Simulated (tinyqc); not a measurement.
Grain growth, pinning, strength and diffusional creep of a polycrystal or thin film: one step, computed by the program tinyqc. Command: `OMP_NUM_THREADS=1 python tinyqc.py 3016420 3016421 out.jsonl grain walk`. One thread of a shared host (Intel(R) Xeon(R) Processor @ 2.30GHz), about 0.01 s of CPU time with the checks.

One mean grain size d describes the structure.

Question. Mobility and the sizes at which growth stops. M = M0 exp(-Q_m/(k_B T)). The driving pressure is 2 gamma/d. Zener pinning pressure 3 f gamma/(2 r) stops growth at d_Z = 4 r/(3 f). The limit is d_lim = d_Z.

Inputs (values chosen for the exercise, for a model solid): mobility prefactor M0 = 1.8e-07 m^4/(J s); activation energy of boundary motion Q_m = 4.35 eV; anneal temperature T = 2507 K; particle volume fraction f = 0.0011; particle radius r = 6 nm.

Sample: bulk.

Constants: k_B = 8.617333262e-05 eV/K.

Give: mobility M; Zener size d_Z; limit d_lim.

Answer.

mobility M = 3.240e-16 m^4/(J s)

Zener size d_Z = 7273 nm

limit d_lim = 7273 nm
